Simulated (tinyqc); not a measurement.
Gate voltage for a given inversion charge.

Inverse problem. p-type body, charge-sheet picture, depletion and inversion only, full ionisation (an idealisation for deep acceptors), Boltzmann statistics (rough once Na exp(x - xn) passes about Nc/7). In units of Vt: xg = (Vg - Vfb)/Vt, x = psi/Vt, G = gamma/sqrt(Vt), xn = (2 phiF + Vc)/Vt. The implicit equation is (xg - x)^2 = G^2 [x - 1 + exp(x - xn)] for x above about 3. Cox = eps0 eox/tox. ni = sqrt(Nc Nv) exp(-Eg/(2 Vt)), Eg in volts; phiF = Vt ln(Na/ni); gamma = sqrt(2 q eps0 eps_r Na)/Cox. N_inv = (Cox Vt G/q) [sqrt(x - 1 + exp(x - xn)) - sqrt(x - 1)]. Find x - xn, psi and Vg.

Parameters, values chosen for the exercise; band and dielectric values close to those of silicon:
- T = 300 K (temperature)
- Eg = 1.12 eV (band gap)
- eps_r = 11.7 (relative permittivity)
- Nc = 2.78e19 cm^-3 (conduction-band density of states at T)
- Nv = 2.65e19 cm^-3 (valence-band density of states at T)
- eox = 25.3 (relative permittivity of the gate insulator (close to zirconium oxide))
- tox = 39 nm (insulator thickness)
- Na = 6.9e17 cm^-3 (acceptor density)
- Vfb = -0.48 V (flat-band voltage)
- Vc = 1 V (channel-body voltage)

Constants: q = 1.602176634e-19 C, kB = 1.380649e-23 J/K, Vt = kB T/q, eps0 = 8.8541878128e-14 F/cm where lengths are in cm. Results are converted to the units shown.

N_inv = 1.3e11 cm^-2

Answer. N_inv rises steadily with x, so it fixes x; the implicit equation then gives xg directly.

x - xn = 1.562
psi = 1.971 V
Vg = 2.689 V

Numbers from tinyqc (`OMP_NUM_THREADS=1 python tinyqc.py 2122098 2122099 out.jsonl`; about 0.01 s on one thread of a shared Intel Xeon 2.30GHz).
